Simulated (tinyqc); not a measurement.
# Worked calculation: tunnelling through a gate dielectric, WKB transmission and Tsu-Esaki current

Program tinyqc, `OMP_NUM_THREADS=1 python tinyqc.py 2540013 2540014 out.jsonl`; Intel Xeon 2.30GHz, shared host, one thread, about 0.02 s. Printed values are rounded.

Electrons leave the emitter at x = 0. Energies E (motion across the layers) are in eV from the emitter Fermi level; the collector Fermi level lies at -V and offers states at every E. No charge in the dielectric and no image force: F1 = V/t1, U = phi1 - F1 x. With C = hbar^2/(2 m0), kappa = sqrt(m (U - E)/C) where U > E and 0 elsewhere; T(E) = exp(-S), S = 2 times the integral of kappa over x.

Parameters, values chosen for the exercise; dielectric values close to those of silicon dioxide: temperature T = 400 K; Fermi energy of the emitter above its band bottom Ef = 0.28 eV; emitter mass in the supply function me = 0.29 m0; barrier of layer 1 above the emitter Fermi level at zero bias phi1 = 3.19 eV; tunnelling mass of layer 1 m1 = 0.48 m0; thickness of layer 1 t1 = 7 nm; voltage across the dielectric V = 4.1 V; energy of the electron followed E = -0.15 eV; cells in each layer nc = 5; lower end of the energy grid Ea = -0.28 eV; upper end of the energy grid Eb = 1.2 eV; points of the energy grid nE = 13.

Constants: q = 1.602176634e-19 C, kB = 1.380649e-23 J/K, hbar = 1.054571817e-34 J s, m0 = 9.1093837015e-31 kg, Vt = kB T/q, hbar^2/(2 m0) = 0.0380998212 eV nm^2. Results are converted to the units shown.

## Fields and band edges

F1 = V/t1, U = phi1 - F1 x.

F1 = 5.85714 MV/cm
U at x = t1 = -0.91 eV

## WKB exponent by the midpoint rule

Cut each layer into nc equal cells, take U and kappa at the cell centres, and sum S = 2 sum kappa h.

| cell | x (nm) | U (eV) | kappa (1/nm) |
|---|---|---|---|
| 0 | 0.70000 | 2.78000 | 6.07565 |
| 1 | 2.10000 | 1.96000 | 5.15585 |
| 2 | 3.50000 | 1.14000 | 4.03138 |
| 3 | 4.90000 | 0.32000 | 2.43337 |
| 4 | 6.30000 | -0.50000 | 0.00000 |

S = 49.5495
T(E) = 3.02634e-22

## WKB exponent in closed form

Each layer adds (2/F) sqrt(m/C) [G(u at its left edge) - G(u at its right edge)] to S, with u = U - E (0 where negative) and G(u) = (2/3) u^1.5. The slope follows from 1/d = -dS/dE.

S = 49.3210
T(E) = 3.80336e-22
energy d over which T(E) grows by a factor e = 0.045146 eV

The midpoint rule gives S = 49.550, so its T(E) is 20 % below this value. The band edge of layer 1 drops below E inside the layer: the barrier there is triangular (the Fowler-Nordheim case).

## Current density on a coarse energy grid

J = J0 times the integral of T(E) N(E) dE, N = ln[(1 + exp(-E/Vt))/(1 + exp((-E - V)/Vt))], J0 = q^2 me m0 kB T/(2 pi^2 hbar^3) (times 1e-4 for A/cm^2 per eV), by Simpson's rule on nE equally spaced points from Ea to Eb.

| point | E (eV) | T(E) | N | T(E) N |
|---|---|---|---|---|
| 0 | -0.28000 | 2.07739e-23 | 8.12346 | 1.68756e-22 |
| 1 | -0.15667 | 3.28098e-22 | 4.55567 | 1.49471e-21 |
| 2 | -0.03333 | 4.92726e-21 | 1.28928 | 6.35259e-21 |
| 3 | 0.09000 | 7.02921e-20 | 0.0708869 | 4.98279e-21 |
| 4 | 0.21333 | 9.51631e-19 | 0.00204962 | 1.95048e-21 |
| 5 | 0.33667 | 1.22131e-17 | 5.73026e-5 | 6.99841e-22 |
| 6 | 0.46000 | 1.48415e-16 | 1.60050e-6 | 2.37538e-22 |
| 7 | 0.58333 | 1.70569e-15 | 4.47016e-8 | 7.62471e-23 |
| 8 | 0.70667 | 1.85149e-14 | 1.24851e-9 | 2.31161e-23 |
| 9 | 0.83000 | 1.89556e-13 | 3.48707e-11 | 6.60993e-24 |
| 10 | 0.95333 | 1.82763e-12 | 9.73932e-13 | 1.77998e-24 |
| 11 | 1.07667 | 1.65678e-11 | 2.72018e-14 | 4.50673e-25 |
| 12 | 1.20000 | 1.40961e-10 | 7.59741e-16 | 1.07094e-25 |

J0 = 1.61768e8 A/(cm^2 eV)
J = 3.08199e-13 A/cm^2

The integrand peaks at E = -0.0333 eV among these points. A converged quadrature from -Ef to above the barrier gives 3.177e-13 A/cm^2; this grid is 3.0 % below that.
